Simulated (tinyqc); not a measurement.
Thermal boundary conductance by the acoustic and diffuse mismatch models: one step, computed by the program tinyqc.

Each side has one longitudinal and two transverse Debye branches, omega = v q up to q_D = (6 pi^2 n)^(1/3), with n counting all atoms. Scattering at the interface is elastic. Electrons are left out of G, also for metals. Melting is ignored. G refers to the temperatures of the phonons sent towards the interface. Linear branches over all atoms overstate G at high T, most for crystals with several atoms a cell.

Problem. Cut-off frequencies and impedances. omega_c = v q_D for each branch, given as hbar omega_c/k_B; impedance Z = rho v.

Inputs (values chosen for the exercise, modelled on lead (side 1) and gold (side 2)):
```
quantity                    value    unit
density rho_1                11.4  g/cm^3
longitudinal velocity vL_1   2390     m/s
transverse velocity vT_1      946     m/s
atom density n_1             32.7  1/nm^3
density rho_2                19.3  g/cm^3
longitudinal velocity vL_2   3330     m/s
transverse velocity vT_2     1280     m/s
atom density n_2             58.6  1/nm^3
```

Structure: superlattice.

Constants: hbar = 1.054571817e-34 J s; k_B = 1.380649e-23 J/K.

Give: Branches.

Solution.

Branches:
```
branch     v (m/s)  cut-off (K)  Z (1e6 kg/(m^2 s))
L, side 1     2390        227.5             27.2460
T, side 1      946         90.1             10.7844
L, side 2     3330        385.1             64.2690
T, side 2     1280        148.0             24.7040
```
